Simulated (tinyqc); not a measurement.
Octagonal on-chip spiral inductor, lumped pi model: one step of the calculation.

Outer diameter do = di + 2 n wd + 2 (n - 1) sp, mean da = (do + di)/2, fill p = (do - di)/(do + di), length l = 3.314 n da. L = 2.25 mu0 n^2 da/(1 + 3.55 p), mu0 = 4 pi 1e-7 H/m. Rs = rho l/(wd delta (1 - exp(-th/delta))), delta = sqrt(rho/(pi f mu0)). Cs = n wd^2 eps0 eo/hu across the coil. At each end Cox = l wd eps0 eo/(2 ho) leads to the substrate branch Rsi = 2 rs he/(l wd) in parallel with Csi = l wd eps0 11.7/(2 he). With one end grounded Y = 1/(Rs + i w L) + i w Cs + 1/[1/(i w Cox) + 1/(1/Rsi + i w Csi)], w = 2 pi f; Q = -Im Y/Re Y. Eddy currents in neighbouring turns and in the substrate are left out.

Task. Admittance, quality factor and apparent inductance. Series branch 1/(Rs + i w L), substrate branch, total Y, Q = -Im Y/Re Y, apparent inductance Im(1/Y)/w, metal-only value w L/Rs, share of the loss in the substrate Re(substrate branch)/Re Y.

Parameters, values chosen for the exercise:
- f = 8.3 GHz (frequency)

L = 2.6280411 nH
Rs = 3.6902576 ohm
Cs = 24.449632 fF
Cox = 67.211799 fF
Rsi = 51830.407 ohm
Csi = 19.987109 fF

Give: series branch; substrate branch; Y; Q; apparent inductance; w L/Rs; share of the loss in the substrate.

Result.

series branch = 0.1963-7.2911i mS
substrate branch = 0.01146+0.80347i mS
Y = 0.2078-5.2126i mS
Q = 25.087
apparent inductance = 3.6728 nH
w L/Rs = 37.139
share of the loss in the substrate = 5.5166 %

Q is 67.5 % of the metal-only value.

tinyqc, about 0.01 s, one thread, Intel Xeon 2.30GHz (shared host): `OMP_NUM_THREADS=1 python tinyqc.py 2302095 2302096 out.jsonl`
